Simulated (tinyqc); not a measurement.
Effect of surface-potential fluctuations.

The band bending varies over the area as a Gaussian of deviation ss (in units of Vt), so Gp/w = q Dit times the Gaussian mean of ln(1 + y^2)/(2 y), y = x exp(-u), u of deviation ss, x = w tau at the mean bending. Listed: the x of the peak, its height over q Dit, the Dit that the rule Gp/w = 0.40237 q Dit would give, and Gp/w at five times the peak frequency over the peak.

Values chosen for this exercise: interface trap density Dit = 1e11 cm^-2 eV^-1.

Constants: q = 1.602176634e-19 C. Results are converted to the units shown.

Effect of surface-potential fluctuations:

| ss | x at the peak | height/(q Dit) | peak Gp/w (nF/cm^2) | apparent Dit (cm^-2 eV^-1) | ratio at 5 f_peak |
|---|---|---|---|---|---|
| 0 | 1.980 | 0.4024 | 6.447 | 1.000e11 | 0.5767 |
| 0.5 | 2.075 | 0.3766 | 6.033 | 9.358e10 | 0.6096 |
| 1 | 2.222 | 0.3259 | 5.221 | 8.099e10 | 0.6883 |
| 1.5 | 2.340 | 0.2772 | 4.441 | 6.888e10 | 0.7665 |
| 2 | 2.426 | 0.2370 | 3.797 | 5.890e10 | 0.8258 |
| 2.5 | 2.489 | 0.2050 | 3.285 | 5.096e10 | 0.8679 |
| 3 | 2.535 | 0.1797 | 2.879 | 4.465e10 | 0.8976 |
| 3.5 | 2.569 | 0.1593 | 2.553 | 3.960e10 | 0.9189 |

The height falls from 0.402 to 0.159 and the ratio at five times the peak frequency rises from 0.577 to 0.919: the peak grows lower and wider, as patches with different time constants add. The uncorrected rule understates Dit by a factor of 2.53 in the last row; the width ratio gives ss and so the correction.

Computed by the program tinyqc: `OMP_NUM_THREADS=1 python tinyqc.py 2030172 2030173 out.jsonl`, one thread of a shared Intel Xeon 2.30GHz, about 0.02 s for the whole run.
